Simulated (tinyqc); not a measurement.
Inside a calculation. Model: undoped gate-all-around wire MOSFET, analytic charge model.

Program tinyqc, `OMP_NUM_THREADS=1 python tinyqc.py 2460029 2460030 out.jsonl`; Intel Xeon 2.30GHz, shared host, one thread, about 0.02 s. Printed values are rounded.

An undoped round wire of radius R under an insulator shell and a surrounding gate; long channel, electrons only, n = ni exp((psi - V)/Vt) with V the quasi-Fermi potential (0 at the source, Vd at the drain), constant mobility, no quantisation. The radial Poisson equation gives n(r) = n(0)/(1 - (1 - b) r^2/R^2)^2 with b = Q0/(Q + Q0). Q is the electron charge per area of the wire surface.

Parameters, values chosen for the exercise; material values close to those of silicon:
- T = 325 K (temperature)
- Eg = 1.14 eV (band gap)
- eps_r = 11.6 (relative permittivity of the semiconductor)
- Nc = 3.19e19 cm^-3 (conduction-band density of states at T)
- Nv = 2.95e19 cm^-3 (valence-band density of states at T)
- eox = 3.71 (relative permittivity of the gate insulator)
- tox = 3.5 nm (insulator thickness)
- R = 20 nm (wire radius)
- dphi = 0.06 V (gate work function less that of the intrinsic body)
- mu = 160 cm^2/(V s) (channel mobility)
- L = 0.2 um (gate length)
- Vg = 1.09 V (gate voltage)
- Vd = 0.5 V (drain voltage)

Constants: q = 1.602176634e-19 C, kB = 1.380649e-23 J/K, Vt = kB T/q, eps0 = 8.8541878128e-14 F/cm where lengths are in cm. Results are converted to the units shown.

Range of the model: The surface density at the source passes 0.3 Nc, where Boltzmann statistics fail. mu V/L, with V the smaller of Vd and Vg - V0, passes 3e6 cm/s, so velocity saturation, left out here, would lower the current.

## Constants of the wire

ni = sqrt(Nc Nv) exp(-Eg/(2 Vt)), Eg in volts; Cox = eps0 eox/(R ln(1 + tox/R)); Q0 = 4 eps0 eps_r Vt/R; V0 = dphi + Vt ln[8 eps0 eps_r Vt/(q ni R^2)].

ni = 4.444376e10 cm^-3
Cox = 1.018460 uF/cm^2
Q0 = 57.52981 nC/cm^2
V0 = 0.5054354 V

## Iteration 1: charge at the source by Newton steps

Q at the start = 5.8 nC/cm^2

With V = 0: f = Q/Cox + Vt ln(Q/Q0) + Vt ln(1 + Q/Q0) - (Vg - V0); f' = 1/Cox + Vt/Q + Vt/(Q + Q0); Q(new) = Q - f/f'.

f = -0.6404386 V
f' = 0.006252782 V cm^2/nC
Q after iteration 1 = 108.2246 nC/cm^2

## Iteration 2: charge at the source by Newton steps

As before.

f = -0.4309679 V
f' = 0.001409617 V cm^2/nC
Q after iteration 2 = 413.9586 nC/cm^2

## Course of the iteration: charge at the source by Newton steps

Stop when Q changes by less than 1e-8 nC/cm^2, or after 40 iterations.

Course of the iteration:
```
iteration  Q (nC/cm^2)  |change| (nC/cm^2)
1             108.2246                 102
2             413.9586                 306
3             471.6051                57.6
4             472.0094               0.404
5             472.0094             1.69e-5
6             472.0094                   0
```

Converged in 6 iterations. At the end the number of correct digits about doubles with each step.

## Drain current and line charge

Qs = 472.0094 nC/cm^2
Qd = 62.66831 nC/cm^2

Q solves Vg - V0 - V = Q/Cox + Vt ln(Q/Q0) + Vt ln(1 + Q/Q0). I = mu (2 pi R/L)[2 Vt (Qs - Qd) + (Qs^2 - Qd^2)/(2 Cox) + Vt Q0 ln((Qd + Q0)/(Qs + Q0))], with Qs at V = 0 and Qd at V = Vd. Electrons per length at the source: 2 pi R Qs/q; surface over centre density: (1 + Qs/Q0)^2.

first term = 2.305003 uA
second term = 10.80198 uA
third term = -0.2401878 uA
I = 12.86679 uA
electrons per length = 3.702117 1/nm
surface over centre density = 84.72476

The square-law term makes up 84.0 % of the current.
